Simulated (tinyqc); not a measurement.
Monte Carlo simulation of one carrier in a uniform electric field: one step, computed by the program tinyqc.

The force e F acts along +z. Flights end at the constant total rate Gamma; the part of Gamma that the real rates do not fill is self-scattering, which leaves k unchanged. One valley, no impurities; equivalent final valleys enter only through Z_f in the optical rate.

Question. Scattering event 1. Kane band: hbar^2 k^2/(2 m) = E (1 + alpha E), speed v = hbar k/(m (1 + 2 alpha E)), states per spin, volume and energy g(E) = m k (1 + 2 alpha E)/(2 pi^2 hbar^2); overlap factors are set to 1. Masses are multiplied by m_0 and all formulas are in SI units. Phonon occupation N_q = 1/(exp(hbar w/(k_B T)) - 1). Acoustic deformation potential (elastic, equipartition, absorption and emission together): 1/tau = 2 pi k_B T D_A^2 g(E)/(hbar rho v_l^2). Optical or intervalley deformation potential: 1/tau = (pi Z_f D_o^2/(rho w)) [N_q g(E + hbar w) + (N_q + 1) g(E - hbar w)], with g = 0 below the band edge. Choice: with cumulative rates in the order acoustic, absorption, emission, the process is the first whose sum exceeds r2 Gamma; if none, self-scattering. Final state: E' = E, E + hbar w or E - hbar w gives k'. Isotropic processes: cos(theta) = 1 - 2 r3 from the z axis, phi = 2 pi r4, k' (sin theta cos phi, sin theta sin phi, cos theta). Use row 1 of the random numbers.

Inputs (values chosen for the exercise, modelled on electrons in silicon):
```
quantity                                          value       unit
effective mass m                                  0.313        m_0
non-parabolicity alpha                              0.5       1/eV
density rho                                        2329     kg/m^3
sound velocity v_l                                 9060        m/s
acoustic deformation potential D_A                  9.9         eV
phonon energy hbar w                               61.5        meV
optical or intervalley deformation potential D_o    5.3  1e8 eV/cm
final valleys Z_f                                     5          -
lattice temperature T                               300          K
```

Crystal: non-polar. Band: Kane.

k at the end of the flight (1/nm): 0.2100000  -0.1300000  -0.0908381

Random numbers (0.02 to 0.98, from up to 60 sets tried for early real events), one row a flight:
```
       r1      r2      r3      r4
1  0.2403  0.5005  0.5438  0.1594
2  0.7890  0.1566  0.0236  0.6204
3  0.3881  0.1253  0.1016  0.0704
4  0.2940  0.0654  0.3212  0.3867
5  0.0970  0.7568  0.7986  0.2788
6  0.8098  0.8369  0.3758  0.3344
7  0.5984  0.8970  0.9784  0.0838
```

Gamma = 87.46541 1e12/s

Constants: hbar = 1.054571817e-34 J s; m_0 = 9.1093837015e-31 kg; e = 1.602176634e-19 C; k_B = 1.380649e-23 J/K; hbar = 6.582119569e-16 eV s; k_B = 8.617333262e-05 eV/K.

Give: cumulative rates; r2 Gamma; process chosen; k after event 1, the start of the next flight.

Answer.

cumulative rates (1e12/s): acoustic 1.1194, absorption 1.6887, emission 1.6887

r2 Gamma = 43.776 1e12/s

Process chosen: self-scattering

k after event 1, the start of the next flight (1/nm): 0.21000  -0.13000  -0.09084
